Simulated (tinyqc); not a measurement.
Comparisons within one model: band edges of strained Si(1-x)Ge(x) on relaxed Si(1-y)Ge(y). A value that a table varies takes the place of the one given here.

Values are linear in the Ge fraction but for ED(x) = linear - CD x (1 - x) and a(x) = linear - Ca x (1 - x). Energies are on the common scale of Ev.

Coherent growth on a (001) face: e_par = (a(y) - a(x))/a(x), e_perp = -2 (C12/C11) e_par; exx = eyy = e_par, ezz = e_perp, no shear.

A valley with unit axis u lies at Ev + gap + (av + a_valley) tr(e) + Xu (u.e.u - tr(e)/3); the Delta axes are x, y, z and the L axes [111], [1-1-1], [-11-1], [-1-11]. The second-order shift of the Delta valleys under shear is left out; it lowers the pair normal to the sheared plane by tens of meV at a shear of 1 %.

Valence edges: Ev plus the levels of the 6 x 6 matrix of X, Y, Z times spin with -Dso/3 + l exx + m (eyy + ezz) on the diagonal (cyclic), n exy off it, l = av + 2 b, m = av - b, n = sqrt(3) d. Spin-orbit term (Dso/3) L.sigma on X, Y, Z with (L_k)_ij = -i epsilon_kij: <X+|H|Y+> = -i Dso/3, <X+|H|Z-> = Dso/3, <Y+|H|Z-> = -i Dso/3, <Z+|H|X-> = -Dso/3, <Z+|H|Y-> = i Dso/3, <X-|H|Y-> = i Dso/3, and their conjugates; + and - are the spin along z.

Coherent growth: e_par = (a(y) - a(x))/a(x). (001): e_perp = -2 (C12/C11) e_par; exx = eyy = e_par, ezz = e_perp, no shear. (111): e_perp = -(2 C11 + 4 C12 - 4 C44)/(C11 + 2 C12 + 4 C44) e_par; exx = eyy = ezz = (2 e_par + e_perp)/3 and exy = eyz = ezx = (e_perp - e_par)/3. (110): e_perp = -(C11 + 3 C12 - 2 C44)/(C11 + C12 + 2 C44) e_par; exx = eyy = (e_par + e_perp)/2, ezz = e_par, exy = (e_perp - e_par)/2, eyz = ezx = 0.

Parameters, chosen for this exercise (end members near Si and Ge, in this order; not measured data): a = (5.435, 5.666) angstrom (lattice constant); Dso = (0.044, 0.292) eV (spin-orbit splitting); av = (2.44, 1.24) eV (valence hydrostatic potential); b = (-2.1, -2.52) eV (tetragonal shear potential); d = (-4.84, -5.23) eV (trigonal shear potential); C11 = (167, 128.6) GPa; C12 = (64.5, 48) GPa; C44 = (79.6, 66.8) GPa; Ev = (0, 0.65) eV (top of the unstrained valence band); ED = (1.15, 0.931) eV (gap to the Delta valleys); EL = (2.046, 0.751) eV (gap to the L valleys); aD = (1.78, 1.31) eV (hydrostatic potential of the Delta gap); aL = (-2.91, -2.75) eV (hydrostatic potential of the L gap); XuD = (8.93, 9.4) eV (uniaxial potential, Delta); XuL = (16.27, 14.63) eV (uniaxial potential, L); CD = 0.197 eV (bowing of the Delta gap); Ca = 0 angstrom (bowing of the lattice constant); face = 001 (growth face); y = 0 (Ge fraction of the relaxed buffer); x = 0.18 (Ge fraction of the layer).

## Composition of the layer

The buffer is kept. dEc = Ec(buffer) - Ec(layer), dEv = Ev(layer) - Ev(buffer); buffer edges Ev(y) and Ev(y) + min(ED, EL). The digit behind Delta or L counts whole valleys.

Results:
```
x,e_par (%),lowest valleys,gap (eV),next valleys above (meV),valence splitting (meV),dEc (eV),dEv (eV)
0.08,-0.34,Delta4,1.080,54,20,0.015,0.055
0.16,-0.68,Delta4,1.013,108,34,0.026,0.111
0.24,-1.01,Delta4,0.948,161,47,0.034,0.168
0.31,-1.30,Delta4,0.893,208,57,0.037,0.220
0.39,-1.63,Delta4,0.833,262,68,0.038,0.279
0.47,-1.96,Delta4,0.776,316,80,0.035,0.339
0.55,-2.28,Delta4,0.721,369,91,0.028,0.401
```

What does this show, and why?

The gap is 1.080 eV in the first row and 0.721 eV in the last. The lowest valleys are Delta4 throughout. Per 0.1 of x the valence offset moves by +74 meV on average; the conduction offset lies between +15 and +38 meV, not monotonically. Both carriers sit on one side in every row. Offsets below about 30 meV are within the spread of parameter sets, so those rows do not settle the type. Strains above 2 % can be kept only in layers of a few nanometres.

## Composition of the buffer

The layer is kept. dEc = Ec(buffer) - Ec(layer), dEv = Ev(layer) - Ev(buffer); buffer edges Ev(y) and Ev(y) + min(ED, EL). The digit behind Delta or L counts whole valleys.

Results:
```
y,e_par (%),lowest valleys,gap (eV),next valleys above (meV),valence splitting (meV),dEc (eV),dEv (eV)
0.00,-0.76,Delta4,0.996,121,37,0.028,0.125
0.10,-0.34,Delta4,1.044,54,22,0.011,0.056
0.21,0.13,Delta2,1.065,20,10,0.017,-0.011
0.31,0.55,Delta2,1.006,87,50,0.075,-0.041
0.42,1.01,Delta2,0.936,161,98,0.143,-0.069
0.52,1.43,Delta2,0.870,229,145,0.210,-0.092
0.63,1.90,Delta2,0.796,303,196,0.287,-0.117
0.73,2.32,Delta2,0.729,370,244,0.362,-0.139
```

What can be read from the table?

The gap is 0.996 eV in the first row and 0.729 eV in the last, with its largest listed value, 1.065 eV, at y = 0.21: it peaks near the match y = x, since strain of either sign narrows it. The lowest valleys change: Delta4 to Delta2 between y = 0.10 and 0.21. Per 0.1 of y the valence offset moves by -36 meV on average; the conduction offset lies between +11 and +362 meV, not monotonically. Both carriers sit on one side for y = 0.00 and 0.10, and on opposite sides elsewhere. Offsets below about 30 meV are within the spread of parameter sets, so those rows do not settle the type. Strains above 2 % can be kept only in layers of a few nanometres.

## The same layer on three faces

dEc = Ec(buffer) - Ec(layer), dEv = Ev(layer) - Ev(buffer); buffer edges Ev(y) and Ev(y) + min(ED, EL). The digit behind Delta or L counts whole valleys.

Results:
```
face,e_par (%),lowest valleys,gap (eV),next valleys above (meV),valence splitting (meV),dEc (eV),dEv (eV),Delta spread (meV),L spread (meV)
(001),-0.76,Delta4,0.996,121,37,0.028,0.125,121,0
(111),-0.76,Delta6,1.030,747,38,-0.002,0.121,0,155
(110),-0.76,Delta2,0.997,52,39,0.030,0.123,52,122
```

What can be read from the table?

On (001) only the Delta valleys split (121 meV), on (111) only the L valleys (155 meV), on (110) both (52 and 122 meV). The lowest valleys are Delta4 on (001), Delta6 on (111) and Delta2 on (110); the smallest gap is 0.996 eV on (001) and the largest 1.030 eV on (111).

## What each parameter does

dEc = Ec(buffer) - Ec(layer), dEv = Ev(layer) - Ev(buffer); buffer edges Ev(y) and Ev(y) + min(ED, EL). Each row changes one parameter from the base and keeps the others.

Results:
```
case,gap (eV),valence splitting (meV),dEc (eV),dEv (eV)
base,0.9961,37.3,0.0285,0.1254
x = 0.21,0.9717,41.9,0.0314,0.1469
y = 0.03,1.0103,33.7,0.0229,0.1045
CD = 0.247 eV,0.9887,37.3,0.0359,0.1254
"XuD = (10.269, 10.81) eV",0.9900,37.3,0.0345,0.1254
"aD = (2.047, 1.506) eV",0.9937,37.3,0.0309,0.1254
"Ev = (0, 0.747) eV",0.9961,37.3,0.0110,0.1429
"aL = (-3.346, -3.162) eV",0.9961,37.3,0.0285,0.1254
"av = (2.806, 1.426) eV",0.9961,37.3,0.0316,0.1223
```

How do the results move?

The largest shifts from the base row, up to three for each result and ties (the steps differ in size, so this ranks the rows, not the parameters). gap (eV): x -0.0244, y +0.0142, CD -0.0074; unchanged at the printed digits by Ev, aL and av. valence splitting (meV): x +4.7, y -3.5; unchanged at the printed digits by CD, XuD, aD, Ev, aL and av. dEc (eV): Ev -0.0175, CD +0.0074, XuD +0.0061; unchanged at the printed digits by aL. dEv (eV): x +0.0215, y -0.0209, Ev +0.0175; unchanged at the printed digits by CD, XuD, aD and aL. The lowest valleys of the layer are Delta4, so among the conduction-band potentials only those of that family reach the gap and dEc; the buffer is unstrained. A shift large enough to swap the lowest family would change that.

Computed by tinyqc, a small Python program: `OMP_NUM_THREADS=1 python tinyqc.py 1050406 1050407 out.jsonl` (the numbers bound the seed that draws the inputs); one thread of a shared host (Intel(R) Xeon(R) Processor @ 2.30GHz), about 0.02 s for the whole set of steps.
